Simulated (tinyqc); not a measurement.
Rapid thermal processing of a wafer: radiative balance, ramp and cooling, pattern effects, pyrometer error and spike budget: one step, computed by the program tinyqc. Command: `OMP_NUM_THREADS=1 python tinyqc.py 3110031 3110032 out.jsonl rtp walk`. One thread of a shared host (Intel(R) Xeon(R) Processor @ 2.30GHz), about 0.05 s of CPU time with the checks.

The wafer is opaque and uniform through its thickness unless said otherwise; temperatures in formulas are in kelvin (C + 273.15). sigma = 5.670374419e-12 W/(cm^2 K^4).

Question. Power to hold and to ramp. Effective emissivity between parallel grey plates: eps_eff = 1/(1/eps + 1/(1 - r) - 1). Loss per area q(T) = 2 eps_eff sigma (T^4 - T_w^4) + h (T - T_w). Absorbed power during a ramp = q(T) + C d x ramp rate; thermal time constant tau = C d/(dq/dT), dq/dT = 8 eps_eff sigma T^3 + h; natural cooling rate q/(C d); front-to-back difference under one-sided heating at the end of the ramp = (absorbed power) d/(2 k).

Inputs (values chosen for the exercise, modelled on a hot silicon wafer):
```
quantity                                              value         unit
wafer thickness d                                       725   micrometre
heat capacity per volume C                              2.2   J/(cm^3 K)
thermal conductivity k                                 0.28     W/(cm K)
emissivity eps of each face                            0.63            -
reflectivity of the chamber walls r                    0.81            -
gas heat-transfer coefficient h, both faces together    4.8  mW/(cm^2 K)
wall temperature T_w                                    700            K
process temperature                                     820            C
ramp rate                                                56          K/s
```

Give: eps_eff; holding power q; power at the end of the ramp; dq/dT; time constant tau; natural cooling rate; front-to-back difference.

Answer.

eps_eff = 0.17093

holding power q = 4.1897 W/cm^2

power at the end of the ramp = 13.122 W/cm^2

dq/dT = 14.929 mW/(cm^2 K)

time constant tau = 10.684 s

natural cooling rate = 26.268 K/s

front-to-back difference = 1.6988 K

Radiation carries 55 % of the loss. The ramp needs 3.1 times the holding power.
